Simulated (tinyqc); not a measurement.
Inputs raised by 10 %, one at a time: estimate of lattice thermal conductivity from elastic moduli (Slack, Klemens and Cahill formulas). Computed by tinyqc, a small Python program. Command: `OMP_NUM_THREADS=1 python tinyqc.py 3005297 3005298 out.jsonl slack sens`. One thread of a shared host (Intel(R) Xeon(R) Processor @ 2.30GHz), about 0.01 s of CPU time with the checks.

An isotropic solid.

Inputs (values chosen for the exercise, for a model crystal):
```
quantity                              value        unit
bulk modulus B                          258         GPa
shear modulus G                        80.7         GPa
volume per atom V                      30.6  angstrom^3
mean atomic mass M                     29.6           u
atoms per primitive cell n                2           -
volume expansion coefficient alpha_V   8.84       ppm/K
temperature T                           900           K
disorder parameter Gamma               0.14           -
grain size d                            150          nm
```

Grueneisen parameter: from thermal expansion.

Constants: u = 1.6605390666e-27 kg; hbar = 1.054571817e-34 J s; k_B = 1.380649e-23 J/K; h = 6.62607015e-34 J s.

Method:
- rho = M/V; vL = sqrt((B + 4G/3)/rho), vT = sqrt(G/rho); v_m = [(vL^-3 + 2 vT^-3)/3]^(-1/3); Poisson ratio sigma = (3B - 2G)/(6B + 2G); Theta = hbar v_m (6 pi^2/V)^(1/3)/k_B.
- gamma = alpha_V B V/(3 k_B), with the classical heat capacity 3 k_B per atom.
- Slack, an estimate for T near or above Theta_a: kappa = A M Theta_a^3 delta n^(1/3)/(gamma^2 T) in W/(m K), with M in u, delta = V^(1/3) in angstrom, Theta_a = Theta n^(-1/3) and A = 2.43e-6/(1 - 0.514/gamma + 0.228/gamma^2).
- High-temperature forms with the classical heat capacity. Klemens: kappa/kappa_0 = arctan(u)/u, u^2 = pi^2 Theta V Gamma kappa_0/(h v_m^2). Grains: 1/kappa_poly = 1/kappa + 1/(C v_m d/3), C = 3 k_B/(n V), the acoustic branches alone.

Runs; columns: (1) input moved; (2) from; (3) to; (4) Debye temperature Theta (K); (5) Grueneisen parameter gamma; (6) kappa with point defects (W/(m K)); (7) kappa of the polycrystal (W/(m K)):
```
(1)                                            (2)    (3)    (4)    (5)    (6)    (7)
base run                                         -      -  759.4  1.685  8.782  8.505
bulk modulus B (GPa)                           258  283.8  760.6  1.853  7.816  7.597
shear modulus G (GPa)                         80.7  88.77  795.1  1.685  9.689  9.368
volume per atom V (angstrom^3)                30.6  33.66  771.6  1.853  8.101  7.854
volume expansion coefficient alpha_V (ppm/K)  8.84  9.724  759.4  1.853  7.789  7.571
temperature T (K)                              900    990  759.4  1.685  8.315  8.066
disorder parameter Gamma                      0.14  0.154  759.4  1.685  8.429  8.174
grain size d (nm)                              150    165  759.4  1.685  8.782  8.530
```

Exponents ln(y'/y) / ln(x'/x):
```
input                                 Debye temperature Theta  Grueneisen parameter gamma  kappa with point defects  kappa of the polycrystal
bulk modulus B                                          0.017                           1                    -1.222                    -1.185
shear modulus G                                         0.482                           0                     1.032                     1.014
volume per atom V                                       0.167                           1                    -0.847                    -0.836
volume expansion coefficient alpha_V                    0.000                           1                    -1.258                    -1.221
temperature T                                           0.000                           0                    -0.574                    -0.556
disorder parameter Gamma                                0.000                           0                    -0.430                    -0.417
grain size d                                            0.000                           0                     0.000                     0.030
```

To which inputs is each result most sensitive?

Among the inputs moved here: Debye temperature Theta answers most in size to shear modulus G (exponent +0.482), next to volume per atom V (+0.167); its exponent is below 0.0005 for volume expansion coefficient alpha_V, temperature T, disorder parameter Gamma, grain size d. Grueneisen parameter gamma answers most in size to bulk modulus B (exponent +1.000), and about equally to volume per atom V (+1.000), volume expansion coefficient alpha_V (+1.000); its exponent is below 0.0005 for shear modulus G, temperature T, disorder parameter Gamma, grain size d. Kappa with point defects answers most in size to volume expansion coefficient alpha_V (exponent -1.258), next to bulk modulus B (-1.222); its exponent is below 0.0005 for grain size d. Kappa of the polycrystal answers most in size to volume expansion coefficient alpha_V (exponent -1.221), next to bulk modulus B (-1.185).
